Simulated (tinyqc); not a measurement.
Double-gate transistor below threshold, two-dimensional Poisson equation on a small mesh: one step of the calculation.

Half of a symmetric double-gate structure: row 0 is the mid-plane of the body, where the normal field vanishes. Mobile charge is neglected (subthreshold), the body is fully depleted, and potentials are counted from the intrinsic level; rows run upward to the gate, columns from source to drain.

Problem. Barrier, swing and barrier lowering. The barrier is read along row 0, the path farthest from the gate. Take the node j of lowest psi: barrier Vbi - psi_j; swing Vt ln 10/(d psi_j/dVg); DIBL = (d psi_j/dVd)/(d psi_j/dVg). The derivatives solve the same equations with s = 0 and a unit change of that voltage.

Parameters, values chosen for the exercise:
- T = 300 K (temperature)
- Vbi = 0.52 V (potential of the source)

Constants: q = 1.602176634e-19 C, kB = 1.380649e-23 J/K, Vt = kB T/q. Results are converted to the units shown.

converged psi (V):
```
               j=0          j=1          j=2          j=3          j=4          j=5          j=6
row 0   0.52000000   0.22128549   0.08041869   0.05583449   0.13615249   0.36580507   0.82000000
row 1   0.52000000   0.21403812   0.07507973   0.05101804   0.12929599   0.35549550   0.82000000
row 2   0.52000000   0.19145526   0.05919011   0.03680402   0.10885624   0.32330302   0.82000000
row 3   0.52000000   0.15084857   0.03321058   0.01391797   0.07534078   0.26519224   0.82000000
row 4  -0.11000000  -0.11000000  -0.11000000  -0.11000000  -0.11000000  -0.11000000  -0.11000000
```

d psi/dVg on row 0: j=0 0.00000000, j=1 0.48263426, j=2 0.72014668, j=3 0.78739168, j=4 0.72014668, j=5 0.48263426, j=6 0.00000000
d psi/dVd on row 0: j=0 0.0000000, j=1 0.0178169, j=2 0.0470370, j=3 0.1063042, j=4 0.2328163, j=5 0.4995488, j=6 1.0000000

Wanted: j; barrier; swing; DIBL.

Solution.

j = 3
barrier = 0.46417 V
swing = 75.600 mV/decade
DIBL = 135.01 mV/V

Computed by the program tinyqc: `OMP_NUM_THREADS=1 python tinyqc.py 2480079 2480080 out.jsonl`, one thread of a shared Intel Xeon 2.30GHz, about 0.09 s for the whole run.
